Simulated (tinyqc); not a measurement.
# From one set of inputs to another, one input at a time

Model: gas flow in a process chamber: flow regimes, conductance, effective pumping speed, pump-down, outgassing and purge. Computed by tinyqc, a small Python program. Command: `OMP_NUM_THREADS=1 python tinyqc.py 3120051 3120052 out.jsonl pump ladder`. One thread of a shared host (Intel(R) Xeon(R) Processor @ 2.30GHz), about 0.01 s of CPU time with the checks.

Ideal gas, isothermal flow, a pump of constant speed at the end of a round pipe; process gas, volume gas and outgassing are given the same properties. 1 sccm = 101325 Pa x 1e-6 m^3/60 s x T/273.15 K.

The inputs printed are set A. Set A is modelled on oxygen near room temperature; the values taken over come from a set modelled on water vapour near room temperature. Inputs not listed in the table keep their values of set A, so the rows need not describe a real material.

Inputs (values chosen for the exercise, modelled on oxygen near room temperature): molar mass M = 32 g/mol; molecular diameter = 0.36 nm; viscosity eta = 20.6 micropascal s; temperature T = 300 K; chamber volume V = 14 L; pipe diameter d = 10 cm; pipe length l = 11 cm; pump speed S = 710 L/s; process gas flow = 1400 sccm.

Constants: k_B = 1.380649e-23 J/K; u = 1.6605390666e-27 kg.

Method:
- Mean speed c = sqrt(8 k_B T/(pi m)); aperture conductance C_a = c pi d^2/16; molecular pipe C_m = C_a/(1 + 3 l/(4 d)) (Dushman form); viscous pipe C_v = pi d^4 p_mean/(128 eta l); Knudsen interpolation C = C_v + C_m (1 + x)/(1 + 1.24 x), x = d p_mean sqrt(m/(k_B T))/eta.
- Effective speed 1/S_eff = 1/S + 1/C_m; time constant V/S_eff; pressure at which the free path k_B T/(sqrt2 pi d_m^2 p) equals d.
- Steady flow: the pump inlet is at p_2 = Q/S, and the chamber pressure p_1 solves Q = C((p_1 + p_2)/2) (p_1 - p_2). Residence time = p_1 V/Q.
- Knudsen number = free path at the mean pressure over d.

Each row keeps all changes above it:
```
input moved              from     to  chamber pressure p_1 (Pa)  S_eff in molecular flow (L/s)  conductance C (L/s)
set A                       -      -                       4.22                         286.15               4651.3
process gas flow (sccm)  1400    660                       2.21                         286.15               2519.3
molar mass M (g/mol)       32  18.02                       2.19                         336.25               2637.7
pipe diameter d (cm)       10    2.5                      21.32                          16.55                 62.5
pump speed S (L/s)        710    9.5                     131.03                           6.09                563.5
chamber volume V (L)       14     27                     131.03                           6.09                563.5
pipe length l (cm)         11     79                     143.67                           2.25                 82.7
```

Where does the difference come from?

Chamber pressure p_1 goes from 4.22 to 144, a factor 34.1 in all. The largest single move comes from pipe diameter d (a factor 9.74), and process gas flow works against it (a factor 0.524). S_eff in molecular flow goes from 286 to 2.25, a factor 0.00787 in all. The largest single move comes from pipe diameter d (a factor 0.0492). Conductance C goes from 4650 to 82.7, a factor 0.0178 in all. The largest single move comes from pipe diameter d (a factor 0.0237), and pump speed S works against it (a factor 9.02). The single moves hold for this order of the switches; the total does not depend on the order.

Caution (rows pipe diameter d): S over the pipe area exceeds 0.3 of the mean molecular speed: the pipe end cannot pass this speed without choking, so p_2 = Q/S and the conductance formulas are only formal.

Extremes, crossings and ranges named in words are read from the listed rows.
